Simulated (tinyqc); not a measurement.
## In-plane mass from two subband densities

Question. At zero temperature each occupied subband holds N_k = D (EF - E_k), D = md m0 q/(pi hbar^2) per eV. Two subbands are occupied. Find md, EF - E1 and EF - E2.

Constants: q = 1.602176634e-19 C, hbar = 1.054571817e-34 J s, m0 = 9.1093837015e-31 kg. Results are converted to the units shown.

N1, N2 (cm^-2): [4.2592377e12, 3.9e11]
E2 - E1 = 47.5 meV

Solution. N1 - N2 = D (E2 - E1) gives D and so md; each N_k/D is a distance to EF.

md = 0.195 m0
EF - E1 = 52.3 meV
EF - E2 = 4.79 meV

Program tinyqc, `OMP_NUM_THREADS=1 python tinyqc.py 2140135 2140136 out.jsonl`; Intel Xeon 2.30GHz, shared host, one thread, about 0.2 s.
